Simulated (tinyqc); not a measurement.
# Ballistic Schottky-barrier transistor with a two-dimensional channel, WKB contacts: what changes with what

Source Fermi level 0, drain Fermi level -Vd. Far from the contacts Ec = pn - psi, and the gate moves psi one to one; the band edges relax as exp(-x/lam) from pn at the source and pn - Vd at the drain; Ev = Ec - Eg. A carrier of energy w inside the channel band meets at a contact a barrier of height D (the contact edge beyond the channel edge): T = 1 for w >= D, else exp(-S), S = 4 lam sqrt(m/C) [sqrt(D - w) - sqrt(w) arctan sqrt((D - w)/w)], C = hbar^2/(2 m0). The two contacts combine as Ts Td/(Ts + Td - Ts Td).

Inputs (values chosen for the exercise); channel values close to those of a molybdenum disulphide layer: temperature T = 300 K; band gap Eg = 1.7 eV; barrier for electrons at both contacts pn = 0.42 eV; electron mass mn = 0.48 m0; hole mass mp = 0.58 m0; valleys or subbands g = 2; screening length at the contacts lam = 3.9 nm; drain bias Vd = 0.05 V.

Constants: q = 1.602176634e-19 C, kB = 1.380649e-23 J/K, hbar = 1.054571817e-34 J s, h = 6.62607015e-34 J s, m0 = 9.1093837015e-31 kg, Vt = kB T/q, hbar^2/(2 m0) = 0.0380998212 eV nm^2. Results are converted to the units shown.

Each table varies one quantity; the others keep the values above.

## Ambipolar transfer curve

I/W = g (2 q^2/h) int T(w) [N(Es + w) - N(Ed + w)] dw with w the energy of motion along the channel, N(y) = (1/2 pi) sqrt(pi m kB T/C) Fm(-y/kB T), Fm(x) = (1/sqrt(pi)) int_0^infinity u^(-1/2)/(1 + exp(u - x)) du. Electrons: Ds = psi, Dd = psi - Vd, Es = Ec, Ed = Ec + Vd. Holes: Ds = -psi, Dd = Vd - psi, Es = -Ev, Ed = -Ev - Vd. The size of each current is taken; both flow from drain to source and add. The integrals are converged. Swing = d(psi)/d(log10 I).

Ambipolar transfer curve:
```
ps (V),electrons (uA/um),holes (uA/um),I (uA/um),swing (mV/decade)
-1.02,3.554e-22,1.314e-13,1.314e-13,-137.6
-0.88,7.992e-20,1.344e-14,1.344e-14,-145.5
-0.73,2.646e-17,1.359e-15,1.385e-15,-168.4
-0.59,5.949e-15,1.890e-16,6.138e-15,62.10
-0.44,1.969e-12,2.820e-17,1.969e-12,59.53
-0.3,4.428e-10,5.981e-18,4.428e-10,59.53
-0.15,1.466e-7,1.408e-18,1.466e-7,59.53
-0.01,3.296e-5,3.887e-19,3.296e-5,59.53
0.14,2.291e-4,5.859e-21,2.291e-4,235.1
0.28,9.320e-4,2.606e-23,9.320e-4,219.1
0.43,0.005129,7.871e-26,0.005129,187.5
0.57,0.03136,3.501e-28,0.03136,173.4
```

I goes from 1.31e-13 through a minimum of 1.39e-15 (at ps = -0.73 V among the rows listed) to 0.0314 uA/um; the exact minimum lies at psi = -0.675 V. Holes carry the left branch and electrons the right. The ratio of the last row to the smallest is 2.26e13 and of the first row 94.8, with barriers of 0.42 eV for electrons and 1.28 eV for holes. The steepest swing among the rows is 59.5 mV/decade, against the thermionic limit 59.5.

## Effect of the drain bias on the off state

Same model as above.

For each Vd, psi is set to the minimum of I.

Effect of the drain bias on the off state:
```
Vd (V),psi at the minimum (V),smallest I (uA/um)
0.05,-0.675,8.35e-16
0.21,-0.625,6.47e-15
0.37,-0.577,3.87e-14
0.53,-0.529,2.44e-13
0.68,-0.482,1.44e-12
0.84,-0.432,1.00e-11
1,-0.380,7.25e-11
```

What does the comparison show?

The smallest current rises from 8.35e-16 to 7.25e-11 uA/um, 5.37 decades a volt between the last two rows, and the minimum moves by 0.31 V a volt over the table: a larger Vd lets holes enter from the drain while electrons still enter from the source.

Range of the model: No scattering, image-force lowering, channel charge or band-to-band tunnelling; parabolic kappa overstates S deep in the gap.

Program tinyqc, `OMP_NUM_THREADS=1 python tinyqc.py 2390141 2390142 out.jsonl`; Intel Xeon 2.30GHz, shared host, one thread, about 0.5 s.
